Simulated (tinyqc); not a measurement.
Ballistic Schottky-barrier transistor with a one-dimensional channel, WKB contacts: two steps of the calculation.

Source Fermi level 0, drain Fermi level -Vd. Far from the contacts Ec = pn - psi, and the gate moves psi one to one; the band edges relax as exp(-x/lam) from pn at the source and pn - Vd at the drain; Ev = Ec - Eg. A carrier of energy w inside the channel band meets at a contact a barrier of height D (the contact edge beyond the channel edge): T = 1 for w >= D, else exp(-S), S = 4 lam sqrt(m/C) [sqrt(D - w) - sqrt(w) arctan sqrt((D - w)/w)], C = hbar^2/(2 m0). The two contacts combine as Ts Td/(Ts + Td - Ts Td).

Parameters, values chosen for the exercise; channel values close to those of a silicon nanowire with silicide contacts: temperature T = 300 K; band gap Eg = 1.12 eV; barrier for electrons at both contacts pn = 0.73 eV; hole mass mp = 0.26 m0; valleys or subbands g = 2; screening length at the contacts lam = 2.2 nm; drain bias Vd = 0.5 V; band shift psi of the channel by the gate ps = -0.26 V; energy of one carrier inside the channel band w0 = 0.31 eV; upper end of the grid wm = 0.94 eV; points of the grid nE = 13.

Constants: q = 1.602176634e-19 C, kB = 1.380649e-23 J/K, hbar = 1.054571817e-34 J s, h = 6.62607015e-34 J s, m0 = 9.1093837015e-31 kg, Vt = kB T/q, hbar^2/(2 m0) = 0.0380998212 eV nm^2. Results are converted to the units shown.

Question 1. Transmission of one of the holes. S and T at both contacts for w = w0, and the tunnelling distance lam ln(D/w) at the higher barrier.

D for holes (eV): source 0.26000000, drain 0.76000000

Find: S at the source; S at the drain; combined T; tunnelling distance.

Answer 1.

S at the source = 0
S at the drain = 4.1828
combined T = 0.015256
tunnelling distance = 1.9728 nm

Question 2. Current of the holes on a coarse grid. I = g (2 q^2/h) int T(w) [f(Es + w) - f(Ed + w)] dw, f(y) = 1/(1 + exp(y/Vt)). Electrons: Ds = psi, Dd = psi - Vd, Es = Ec, Ed = Ec + Vd. Holes: Ds = -psi, Dd = Vd - psi, Es = -Ev, Ed = -Ev - Vd. The size of each current is taken; both flow from drain to source and add. Simpson's rule on nE equally spaced w from 0 to wm.

Find: w; Ts; Td; T; size of the supply difference; current.

Answer 2.

```
point  w (eV)        Ts        Td         T  size of the supply difference
0      0.0000  8.115e-6  1.979e-9  1.978e-9                         0.9935
1      0.0783   0.03238  1.710e-5  1.709e-5                         0.9997
2      0.1567    0.3063  3.892e-4  3.888e-4                         0.9997
3      0.2350    0.8858  0.003271  0.003270                         0.9946
4      0.3133     1.000   0.01620   0.01620                         0.8995
5      0.3917     1.000   0.05652   0.05652                         0.3019
6      0.4700     1.000    0.1517    0.1517                        0.02047
7      0.5483     1.000    0.3287    0.3287                       0.001009
8      0.6267     1.000    0.5890    0.5890                       4.877e-5
9      0.7050     1.000    0.8746    0.8746                       2.356e-6
10     0.7833     1.000     1.000     1.000                       1.138e-7
11     0.8617     1.000     1.000     1.000                       5.500e-9
12     0.9400     1.000     1.000     1.000                      2.657e-10
```

current = 0.4809 uA

Range of the model: No scattering, image-force lowering, channel charge or band-to-band tunnelling; parabolic kappa overstates S deep in the gap.

Program tinyqc, `OMP_NUM_THREADS=1 python tinyqc.py 2390029 2390030 out.jsonl`; Intel Xeon 2.30GHz, shared host, one thread, about 0.05 s.
